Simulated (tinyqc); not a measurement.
## Resistance of a source-drain extension with a graded tip: effect of the active doping of the extension far from the gate

y runs along the channel, the gate covers y > 0. The doping is N0 for y < y0 and N0 10^(-(y - y0)/la) beyond, uniform over the depth xj. Sheet conductance s(y) = q mu(N) max(N - Nch, 0) xj + (for y > 0) ma Cox Vo, with mu(N) = u0 + (u1 - u0)/(1 + (N/Nr)^au) and Cox = eps0 eox/tox. Current is taken as one-dimensional; depletion of the tip, spreading and the contact are left out. The metallurgical junction lies at yj, where N = Nch.

R_spacer = integral of dy/s from -Ls to 0, R_ov from 0 to yj, R_channel = (Lg - 2 yj)/(ma Cox Vo), R_total = 2 R_spacer + 2 R_ov + R_channel. Electrical length L_eff = ma Cox dR_total/d(1/Vo); R_series = R_total - L_eff/(ma Cox Vo).

Parameters, values chosen for the exercise; mobility law close to that of electrons in silicon:
- eox = 3.9 (relative permittivity of the gate insulator (close to silicon dioxide))
- tox = 1.4 nm (insulator thickness)
- la = 6.4 nm/decade (lateral abruptness)
- y0 = 0.8 nm (position under the gate where the fall begins (gate edge at 0))
- xj = 18 nm (depth of the extension)
- Nch = 1.3e18 cm^-3 (channel doping)
- Ls = 19 nm (spacer length)
- Vo = 0.46 V (gate overdrive)
- ma = 94 cm^2/(V s) (mobility of the gate-induced layer)
- u1 = 1414 cm^2/(V s) (mobility at low doping)
- u0 = 68.5 cm^2/(V s) (mobility at high doping)
- Nr = 9.2e16 cm^-3 (reference doping)
- au = 0.711 (exponent)
- Lg = 40 nm (gate length)

Constants: q = 1.602176634e-19 C, eps0 = 8.8541878128e-14 F/cm where lengths are in cm. Results are converted to the units shown.

Result of one run:
```
N0 (cm^-3)  yj (nm)  R_spacer (ohm um)  R_ov (ohm um)  R_channel (ohm um)  R_total (ohm um)  L_eff (nm)  R_series (ohm um)
2e19          8.397              36.25          33.89               217.6             357.9       27.19              102.9
```

What becomes of these results when the active doping of the extension far from the gate N0 is changed from 2e19 to 4e20 cm^-3, all else the same?

Result of the changed run:
```
N0 (cm^-3)  yj (nm)  R_spacer (ohm um)  R_ov (ohm um)  R_channel (ohm um)  R_total (ohm um)  L_eff (nm)  R_series (ohm um)
4e20          16.72              2.296          37.71               61.43             141.4       10.59              42.16
```

The whole series:
```
N0 (cm^-3)  yj (nm)  R_spacer (ohm um)  R_ov (ohm um)  R_channel (ohm um)  R_total (ohm um)  L_eff (nm)  R_series (ohm um)
2e19          8.397              36.25          33.89               217.6             357.9       27.19              102.9
3.1e19        9.615              24.75          35.18               194.7             314.6       24.78              82.25
4.7e19        10.77              17.10          36.05               173.0             279.4       22.48              68.58
7.2e19        11.96              11.62          36.68               150.8             247.4       20.12              58.79
1.1e20        13.14              7.854          37.10               128.7             218.6       17.76              52.07
1.7e20        14.35              5.216          37.39               106.0             191.2       15.35              47.37
2.6e20        15.53              3.478          37.58               83.89             166.0       12.98              44.27
4e20          16.72              2.296          37.71               61.43             141.4       10.59              42.16
```

As N0 goes from 2e19 to 4e20, R_total falls from 358 to 141 ohm um, L_eff falls from 27.2 to 10.6 nm and R_series falls from 103 to 42.2 ohm um.

Computed by the program tinyqc: `OMP_NUM_THREADS=1 python tinyqc.py 2282030 2282031 out.jsonl`, one thread of a shared Intel Xeon 2.30GHz, about 0.05 s for the whole run.
